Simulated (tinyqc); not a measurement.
# Worked calculation: double-gate transistor below threshold, two-dimensional Poisson equation on a small mesh

tinyqc, about 0.1 s, one thread, Intel Xeon 2.30GHz (shared host): `OMP_NUM_THREADS=1 python tinyqc.py 2480147 2480148 out.jsonl` Printed values are rounded.

Half of a symmetric double-gate structure: row 0 is the mid-plane of the body, where the normal field vanishes. Mobile charge is neglected (subthreshold), the body is fully depleted, and potentials are counted from the intrinsic level; rows run upward to the gate, columns from source to drain.

Parameters, values chosen for the exercise; semiconductor permittivity close to that of gallium nitride:
- T = 250 K (temperature)
- eps_r = 9.48 (relative permittivity of the semiconductor)
- eox = 25 (relative permittivity of the insulator)
- tb = 5 nm (half the body thickness)
- tox = 7.2 nm (insulator thickness)
- L = 40 nm (channel length)
- Na = 5.2e17 cm^-3 (acceptor density of the depleted body)
- Vbi = 0.57 V (potential of the source)
- Vfb = -0.04 V (gate offset)
- Vg = 0.1 V (gate voltage)
- Vd = 0.5 V (drain voltage)

Constants: q = 1.602176634e-19 C, kB = 1.380649e-23 J/K, Vt = kB T/q, eps0 = 8.8541878128e-14 F/cm where lengths are in cm. Results are converted to the units shown.

## Coefficients of the five-point equations

Mesh: rows i = 0..2 in the semiconductor (step hs = tb/2, row 2 on the interface), then 1 step(s) ho = tox/1 up to the gate row 3; columns j = 0..5 (step hy = L/5). Box integration, divided by eps0: up_i = eps hy/h of the interval above row i, dn_i = that of the interval below (0 for row 0), lat_i = (sum of eps h/2 over the intervals above and below)/hy, s_i = -q Na w_i hy/eps0 with w_i the semiconductor height of the box (hs/2 for row 0 and the interface row, hs between, 0 in the insulator). Each free node obeys (up + dn + 2 lat) psi = up psi(above) + dn psi(below) + lat [psi(left) + psi(right)] + s.

| row | up | dn | lat | s (V) |
|---|---|---|---|---|
| 0 | 30.33600 | 0 | 1.481250 | -0.09409467 |
| 1 | 30.33600 | 30.33600 | 2.962500 | -0.1881893 |
| 2 | 27.77778 | 30.33600 | 12.73125 | -0.09409467 |

## Iteration 1: Gauss-Seidel sweep

psi at the start (fixed values on the edges, free nodes at the gate value) (V):

|  | j=0 | j=1 | j=2 | j=3 | j=4 | j=5 |
|---|---|---|---|---|---|---|
| row 0 | 0.570000 | 0.140000 | 0.140000 | 0.140000 | 0.140000 | 1.070000 |
| row 1 | 0.570000 | 0.140000 | 0.140000 | 0.140000 | 0.140000 | 1.070000 |
| row 2 | 0.570000 | 0.140000 | 0.140000 | 0.140000 | 0.140000 | 1.070000 |
| row 3 | 0.140000 | 0.140000 | 0.140000 | 0.140000 | 0.140000 | 0.140000 |

Free nodes: rows 0..2, columns 1..4, taken row by row from row 0, left to right. t = (up psi(above) + dn psi(below) + lat [psi(left) + psi(right)] + s)/(up + dn + 2 lat), with the newest neighbours; psi(new) = t.

psi after iteration 1 (V):

|  | j=0 | j=1 | j=2 | j=3 | j=4 | j=5 |
|---|---|---|---|---|---|---|
| row 0 | 0.570000 | 0.156302 | 0.137899 | 0.137081 | 0.178414 | 1.070000 |
| row 1 | 0.570000 | 0.163728 | 0.137273 | 0.135723 | 0.195852 | 1.070000 |
| row 2 | 0.570000 | 0.212989 | 0.149003 | 0.138693 | 0.300616 | 1.070000 |
| row 3 | 0.140000 | 0.140000 | 0.140000 | 0.140000 | 0.140000 | 0.140000 |

## Iteration 2: Gauss-Seidel sweep

As before.

psi after iteration 2 (V):

|  | j=0 | j=1 | j=2 | j=3 | j=4 | j=5 |
|---|---|---|---|---|---|---|
| row 0 | 0.570000 | 0.177826 | 0.136243 | 0.134820 | 0.229197 | 1.070000 |
| row 1 | 0.570000 | 0.206659 | 0.142339 | 0.136808 | 0.292196 | 1.070000 |
| row 2 | 0.570000 | 0.229943 | 0.153225 | 0.164197 | 0.339471 | 1.070000 |
| row 3 | 0.140000 | 0.140000 | 0.140000 | 0.140000 | 0.140000 | 0.140000 |

## Course of the iteration: Gauss-Seidel sweep

Stop when the largest change of psi is below 1e-7 V, or after 400 iterations. Fixed values: gate row Vg - Vfb; column 0 at Vbi and the last column at Vbi + Vd in the semiconductor, each running linearly to Vg - Vfb across the insulator.

Course of the iteration:

| iteration | psi at row 0, j = 2 (V) | largest \|change\| of one entry (V) |
|---|---|---|
| 1 | 0.1378994 | 0.161 |
| 2 | 0.1362425 | 0.0963 |
| 3 | 0.1424934 | 0.0879 |
| 4 | 0.1491384 | 0.0542 |
| 5 | 0.1579443 | 0.0338 |
| 6 | 0.1665351 | 0.0216 |
| 7 | 0.1742452 | 0.0140 |
| 8 | 0.1808229 | 0.0100 |
| 9 | 0.1862450 | 7.56e-3 |
| ... | ... | ... |
| 40 | 0.2054109 | 9.02e-7 |
| 41 | 0.2054116 | 6.73e-7 |
| 42 | 0.2054121 | 5.03e-7 |
| 43 | 0.2054125 | 3.75e-7 |
| 44 | 0.2054128 | 2.80e-7 |
| 45 | 0.2054130 | 2.09e-7 |
| 46 | 0.2054131 | 1.56e-7 |
| 47 | 0.2054132 | 1.16e-7 |
| 48 | 0.2054133 | 8.69e-8 |

Converged in 48 iterations. At the end each change is about 0.75 times the one before: linear convergence.

## Barrier, swing and barrier lowering

converged psi (V):

|  | j=0 | j=1 | j=2 | j=3 | j=4 | j=5 |
|---|---|---|---|---|---|---|
| row 0 | 0.570000 | 0.291323 | 0.205414 | 0.247229 | 0.471344 | 1.070000 |
| row 1 | 0.570000 | 0.285012 | 0.202279 | 0.241429 | 0.456158 | 1.070000 |
| row 2 | 0.570000 | 0.265153 | 0.193445 | 0.224687 | 0.408199 | 1.070000 |
| row 3 | 0.140000 | 0.140000 | 0.140000 | 0.140000 | 0.140000 | 0.140000 |

d psi/dVg on row 0: j=0 0.0000000, j=1 0.6177173, j=2 0.8390098, j=3 0.8390098, j=4 0.6177173, j=5 0.0000000
d psi/dVd on row 0: j=0 0.000000, j=1 0.011120, j=2 0.038680, j=3 0.122310, j=4 0.371163, j=5 1.000000

The barrier is read along row 0, the path farthest from the gate. Take the node j of lowest psi: barrier Vbi - psi_j; swing Vt ln 10/(d psi_j/dVg); DIBL = (d psi_j/dVd)/(d psi_j/dVg). The derivatives solve the same equations with s = 0 and a unit change of that voltage.

j = 2
barrier = 0.3645864 V
swing = 59.12369 mV/decade
DIBL = 46.10188 mV/V

A mesh of 12, 8 and 80 steps (semiconductor, insulator, channel) gives a barrier of 0.397 V, a swing of 54.9 mV a decade and a DIBL of 34.3 mV/V; the small mesh puts the barrier 8.2 % below that.
